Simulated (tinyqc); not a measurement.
n-type polysilicon, carrier trapping at grain boundaries: effect of the temperature.

One-dimensional grains of size Lg, uniform ionised doping N, monovalent traps Qt at each boundary at a depth Et below (for electrons) or above (for holes) the band edge there, abrupt depletion of width W on each side of a boundary, Boltzmann statistics. xi is the distance from the band edge at the grain centre to the Fermi level. Trapped charge Qt/(1 + exp((xi + VB - Et)/Vt)) = 2 N W, barrier VB = q N W^2/(2 eps0 eps_r).

NB is given at 300 K and scales as (T/300 K)^1.5. If the trap equation with xi = Vt ln(NB/N) has a root W < Lg/2, the grain is partly depleted; otherwise W = Lg/2 and the trap equation gives xi = Et - VB + Vt ln(Qt/(N Lg) - 1). N* = Qt/Lg. n0 = NB exp(-xi/Vt); mean density n0 (1 - 2 W/Lg) by charge balance in a partly depleted grain, and n0 (sqrt(pi)/2) erf(u)/u with u = sqrt(VB/Vt) in a fully depleted one; v = sqrt(kB T/(2 pi ms m0)); barrier resistivity Vt exp(VB/Vt)/(q fe n0 v Lg); grain resistivity (1 - 2 W/Lg)/(q n0 mug); effective mobility 1/(q mean density total resistivity). Rows with xi above 0.45 V, towards mid-gap, are left out, since the other carrier type is ignored.

Values chosen for this exercise; values of the order met in polycrystalline silicon:
- eps_r = 11.7 (relative permittivity)
- NB = 2.8e19 cm^-3 (conduction-band density of states at the reference temperature)
- Lg = 37 nm (grain size)
- Qt = 1.7e12 cm^-2 (trap density of a grain boundary)
- Et = 0.31 eV (depth of the trap level from the majority band edge at the boundary)
- ms = 0.31 m0 (mass for thermionic emission)
- fe = 0.12 (correction factor of the emission rate)
- N = 1.1e17 cm^-3 (doping)

Constants: q = 1.602176634e-19 C, kB = 1.380649e-23 J/K, m0 = 9.1093837015e-31 kg, Vt = kB T/q, eps0 = 8.8541878128e-14 F/cm where lengths are in cm. Results are converted to the units shown.

The same in every row: N/N* = 0.2394; depleted share 2 W/Lg = 1.000; VB (V) = 0.02911.

Result of one run:

| T (K) | xi (V) | mean density (cm^-3) | resistivity (ohm cm) | effective mobility (cm^2/(V s)) |
|---|---|---|---|---|
| 280 | 0.3088 | 4.961e13 | 3474 | 36.21 |

What becomes of these results when the temperature T is changed from 280 to 400 K, all else the same?

Result of the changed run:

| T (K) | xi (V) | mean density (cm^-3) | resistivity (ohm cm) | effective mobility (cm^2/(V s)) |
|---|---|---|---|---|
| 400 | 0.3207 | 3.050e15 | 51.53 | 39.72 |

The whole series:

| T (K) | xi (V) | mean density (cm^-3) | resistivity (ohm cm) | effective mobility (cm^2/(V s)) |
|---|---|---|---|---|
| 200 | 0.3008 | 2.553e11 | 8.297e5 | 29.47 |
| 240 | 0.3048 | 5.397e12 | 3.450e4 | 33.52 |
| 280 | 0.3088 | 4.961e13 | 3474 | 36.21 |
| 320 | 0.3128 | 2.695e14 | 610.1 | 37.96 |
| 360 | 0.3167 | 1.027e15 | 155.5 | 39.06 |
| 400 | 0.3207 | 3.050e15 | 51.53 | 39.72 |
| 440 | 0.3247 | 7.533e15 | 20.68 | 40.06 |

As T goes from 200 to 440, VB stays at 0.0291 V, the resistivity falls from 8.30e5 to 20.7 ohm cm and the effective mobility rises from 29.5 to 40.1 cm^2/(V s). The activation energy kB ln(rho1/rho2)/(1/T1 - 1/T2) is 0.329 eV between the first two rows and 0.346 eV between the last two; mug is held fixed. For T = 360, 400, 440 VB is below Vt, where abrupt depletion and thermionic emission are rough.

Program tinyqc, `OMP_NUM_THREADS=1 python tinyqc.py 2830225 2830226 out.jsonl`; Intel Xeon 2.30GHz, shared host, one thread, about 0.01 s.
